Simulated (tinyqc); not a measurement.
From results back to parameters: buckled dimers of a reconstructed (001) surface, two dangling bonds a dimer. Four cases, with inputs chosen for the exercise.

Problem. With tp the pi coupling of the two dangling bonds, gm their shift per height and kf the force constant (elastic energy kf z^2), an isolated buckled dimer has gap 2 gm^2/kf, buckling z with (gm z)^2 + tp^2 = (gm^2/kf)^2, and charge gm z/(gm^2/kf) moved to the up atom. The values come from hidden parameters.

Find: tp; gm; kf.

Method. With x half the gap and c the charge: tp = x sqrt(1 - c^2), gm = x c/z, kf = gm^2/x.

Case 1.

gap = 1.537932 eV
z = 0.334360 angstrom
charge moved = 0.926160 e

Solution.

tp = 0.29 eV
gm = 2.13 eV/angstrom
kf = 5.9 eV/angstrom^2

Case 2.

gap = 1.376642 eV
z = 0.285513 angstrom
charge moved = 0.792262 e

Solution.

tp = 0.42 eV
gm = 1.91 eV/angstrom
kf = 5.3 eV/angstrom^2

Case 3.

gap = 1.444531 eV
z = 0.301167 angstrom
charge moved = 0.896497 e

Solution.

tp = 0.32 eV
gm = 2.15 eV/angstrom
kf = 6.4 eV/angstrom^2

Case 4.

gap = 0.889627 eV
z = 0.248267 angstrom
charge moved = 0.904183 e

Solution.

tp = 0.19 eV
gm = 1.62 eV/angstrom
kf = 5.9 eV/angstrom^2

Computed by tinyqc, one run a case: `OMP_NUM_THREADS=1 python tinyqc.py N N+1 out.jsonl` with N = 1451347, 1451380, 1451397, 1451407; one thread of a shared Intel(R) Xeon(R) Processor @ 2.30GHz, about 0.05 s a run at most.
